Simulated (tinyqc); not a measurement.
Changing the temperature T: growth of a silicide layer between metal and silicon: linear-parabolic kinetics, ramp anneals and Kissinger analysis. Computed by tinyqc, a small Python program. Command: `OMP_NUM_THREADS=1 python tinyqc.py 3028353 3028354 out.jsonl silicide sweep`. One thread of a shared host (Intel(R) Xeon(R) Processor @ 2.30GHz), about 0.06 s of CPU time with the checks.

One compound layer of thickness x grows by diffusion through itself and reaction at an interface, dx/dt = 1/(2x/K + 1/v), until the metal is used up at x = a h.

Inputs (values chosen for the exercise, modelled on CoSi): metal thickness h = 13 nm; silicide formed per metal thickness a = 2.02; prefactor of the parabolic constant K = 1.8e+14 nm^2/s; activation energy E of K = 1.84 eV; prefactor of the interface velocity v = 5.3e+13 nm/s; activation energy E_v = 2.02 eV; time t = 170 s.

Constants: k_B = 8.617333262e-05 eV/K.

Method:
- The silicide ends at the thickness a h.
- K = K0 exp(-E/(k_B T)), v = v0 exp(-E_v/(k_B T)).
- Temperatures in kelvin are T(C) + 273.15.
- x^2/K + x/v = t, so x = (K/(2v)) [sqrt(1 + 4 v^2 t/K) - 1], capped at a h; completion time t_c = (a h)^2/K + a h/v, a h being the final thickness; crossover thickness K/v.

One run for each value:
```
temperature T (C)  completion time (s)  thickness at time t (nm)  crossover thickness (nm)
350                         1.3677e+04                     0.413                    96.998
370                         4.3452e+03                     1.316                    87.396
390                         1.4819e+03                     3.826                    79.242
410                         5.3916e+02                     9.926                    72.261
430                         2.0809e+02                    22.390                    66.242
450                         8.4772e+01                    26.260                    61.017
470                         3.6293e+01                    26.260                    56.454
490                         1.6264e+01                    26.260                    52.445
510                         7.6019e+00                    26.260                    48.904
```

What does the table show, and why?

Over the rows, completion time (s) falls from 13700 to 7.60; thickness at time t (nm) rises from 0.413 to 26.3, flat over part of the range; crossover thickness (nm) falls from 97.0 to 48.9. The apparent activation energy of 1/t_c is 1.98 eV between the first rows and 1.96 eV between the last, between E and E_v.

Extremes, crossings and ranges named in words are read from the listed rows.
